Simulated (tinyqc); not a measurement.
Effective-mass impurity with a central-cell term, in a basis of Slater functions: one step, computed by the program tinyqc. Command: `OMP_NUM_THREADS=1 python tinyqc.py 3011459 3011460 out.jsonl centralcell walk`. One thread of a shared host (Intel(R) Xeon(R) Processor @ 2.30GHz), about 0.01 s of CPU time with the checks.

The envelope obeys H = -nabla^2 - (2/r) [Z + A exp(-kappa r)] in effective units, with kappa = a*/lambda; positive A deepens the well near the core.

Question. Matrices over the s basis. zeta_i = zeta_1 beta^(i-1), i = 1..n. For s functions exp(-zeta r), with s = zeta_i + zeta_j: S = 2/s^3, T = zeta_i zeta_j S, V = -2 Z/s^2, W = -2 A/(s + kappa)^2; each function is normalised by dividing by sqrt(S_ii S_jj).

Inputs (values chosen for the exercise, with screening close to that of germanium):
```
quantity                  value  unit
charge Z of the core          1     -
central-cell strength A     -14     -
basis size n                  4     -
smallest exponent zeta_1   0.53  1/a*
ratio beta of exponents     2.3     -
```

Impurity: acceptor, one isotropic band.

kappa = 26.03539 1/a*

Give: exponents; overlap S; kinetic T; Coulomb V; central cell W.

Answer.

exponents (1/a*): 0.53  1.219  2.8037  6.44851

overlap S, lower triangle (symmetric):
```
       1      2      3      4
1  1.000
2  0.776  1.000
3  0.391  0.776  1.000
4  0.149  0.391  0.776  1.000
```

kinetic T (Ry*), lower triangle (symmetric):
```
        1         2      3      4
1  0.2809
2  0.5017  1.485961
3  0.5812     2.654  7.861
4  0.5083     3.075  14.04  41.58
```

Coulomb V (Ry*), lower triangle (symmetric):
```
        1       2        3          4
1   -1.06
2  -1.358  -2.438
3  -1.304  -3.124  -5.6074
4  -1.038  -2.999   -7.184  -12.89702
```

central cell W (Ry*), lower triangle (symmetric):
```
         1       2      3      4
1  0.02271
2  0.07534  0.2502
3   0.2352  0.7832  2.465
4   0.6493   2.173  6.914  19.81
```
